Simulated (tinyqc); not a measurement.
# Stress from a rosette of three resistors

Inverse problem. In the (001) plane dR/R(0) = p11 sxx + p12 syy, dR/R(90) = p12 sxx + p11 syy and dR/R(45) = (p11 + p12)(sxx + syy)/2 + p44 sxy. Find the three stresses.

Values chosen for this exercise: piezoresistive coefficient p11 = -103 x 1e-11/Pa; piezoresistive coefficient p12 = 50.6 x 1e-11/Pa; piezoresistive coefficient p44 = -14.1 x 1e-11/Pa.

dR/R at 0, 45 and 90 degrees (%): [19.733200, -0.9857, -22.353200]

Answer. The first and third give sxx and syy; the 45-degree value less their mean is p44 sxy.

sxx = -112 MPa
syy = 162 MPa
sxy = -23.0 MPa

Program tinyqc, `OMP_NUM_THREADS=1 python tinyqc.py 2530001 2530002 out.jsonl`; Intel Xeon 2.30GHz, shared host, one thread, about 0.01 s.
